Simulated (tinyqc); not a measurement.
Adsorption as a lattice gas: isotherms with interactions, competition, desorption peaks and saturation dose: one step, computed by the program tinyqc. Command: `OMP_NUM_THREADS=1 python tinyqc.py 3025696 3025697 out.jsonl adsorb walk`. One thread of a shared host (Intel(R) Xeon(R) Processor @ 2.30GHz), about 0.2 s of CPU time with the checks.

One adsorbate per site; a molecule needs 1 empty site. Gas and surface have the same temperature.

Problem. Desorption peak without interaction. The peak obeys E/(k_B T_p^2) = (nu/beta) exp(-E/(k_B T_p)) exactly. Redhead's shortcut, with the constant 3.46 (3.64 is also in use), reads E back as k_B T_p [ln(nu' T_p/beta) - 3.46], nu' = nu.

Inputs (values chosen for the exercise, for a model surface): desorption energy E = 1.36 eV; prefactor nu = 1.5e+13 1/s; heating rate beta = 1.5 K/s.

Adsorption: molecular (first order).

Constants: k_B = 8.617333262e-05 eV/K.

Give: peak temperature T_p; E by Redhead's shortcut.

Solution.

peak temperature T_p = 483.7 K

E by Redhead's shortcut = 1.361 eV

The shortcut misses by +0.08 %, since 3.46 stands for ln(E/(k_B T_p)) = 3.49. A prefactor wrong by a factor 100 would shift E by 0.192 eV.
